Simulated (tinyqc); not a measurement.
Reverse leakage of an n+-p junction: diffusion, generation, trap-assisted and band-to-band tunnelling: one step of the calculation.

One-sided abrupt junction in the depletion approximation, x from the junction (0) to W on the p side, field F = F0 (1 - x/W). Flat quasi-Fermi levels, long p side. Traps generate through SRH with both lifetimes shortened by 1 + Gamma (Hurkx enhancement, form for moderate fields); band-to-band generation is local and needs a total bending above Eg.

Problem. Field, scales and diffusion current. ni = sqrt(Nc Nv) exp(-Eg/(2 Vt)), Eg in volts; Vbi = Vt ln(Na Nd/ni^2); W = sqrt(2 eps0 eps_r (Vbi + VR)/(q Na)); F0 = 2 (Vbi + VR)/W; FG = sqrt(24 mt m0 (kB T)^3)/(q hbar); J_diff = q ni^2 sqrt(Dn/tau)(1 - exp(-VR/Vt))/Na.

Values chosen for this exercise; band and dielectric values close to those of silicon:

| symbol | value | unit | meaning |
|---|---|---|---|
| T | 350 | K | temperature |
| Eg | 1.13 | eV | band gap |
| eps_r | 11.6 |  | relative permittivity |
| Nc | 3.48e19 | cm^-3 | conduction-band density of states at T |
| Nv | 3.4e19 | cm^-3 | valence-band density of states at T |
| Na | 8.5e16 | cm^-3 | acceptor density of the lighter side |
| Nd | 1e20 | cm^-3 | donor density of the heavier side |
| tau | 5e-8 | s | SRH lifetime of both carriers at zero field |
| mt | 0.26 | m0 | tunnelling mass |
| Dn | 21 | cm^2/s | electron diffusion coefficient on the lighter side |
| VR | 1.7 | V | reverse bias |

Constants: q = 1.602176634e-19 C, kB = 1.380649e-23 J/K, hbar = 1.054571817e-34 J s, m0 = 9.1093837015e-31 kg, Vt = kB T/q, eps0 = 8.8541878128e-14 F/cm where lengths are in cm. Results are converted to the units shown.

Find: ni; Vbi; W; F0; FG; J_diff.

Solution.

ni = 2.5170e11 cm^-3
Vbi = 0.98113 V
W = 201.10 nm
F0 = 266.65 kV/cm
FG = 474.00 kV/cm
J_diff = 2.4473e-9 A/cm^2

Range of the model: The n+ side is degenerate, so Vbi from Boltzmann statistics is only a guide.

Numbers from tinyqc (`OMP_NUM_THREADS=1 python tinyqc.py 2290004 2290005 out.jsonl`; about 0.01 s on one thread of a shared Intel Xeon 2.30GHz).
